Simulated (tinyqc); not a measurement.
# Segment and feed resistance from two drops

Problem. A rail is fed at one end through Rq; K loads of Ij follow, each after a segment Rs. The drop at load j is K Ij Rq + Rs Ij sum_(l=1..j) (K - l + 1). Find Rs, Rq and the worst drop, at the middle, if the rail were fed through Rq at both ends: K Ij Rq/2 + Rs Ij K^2/8 with the load taken as continuous.

Inputs (values chosen for the exercise):
```
symbol,value,unit,meaning
K,19,,number of equal loads
Ij,2.4,mA,current of each load
```

drops at the first and at the last load (mV): 6.6576000  41.541600

Answer. The difference of the two drops is Rs Ij K (K - 1)/2, which gives Rs; the first drop then gives Rq.

Rs = 0.0850 ohm
Rq = 0.0610 ohm
drop at the middle with two feeds = 10.6 mV

tinyqc, about 0.2 s, one thread, Intel Xeon 2.30GHz (shared host): `OMP_NUM_THREADS=1 python tinyqc.py 2770151 2770152 out.jsonl`
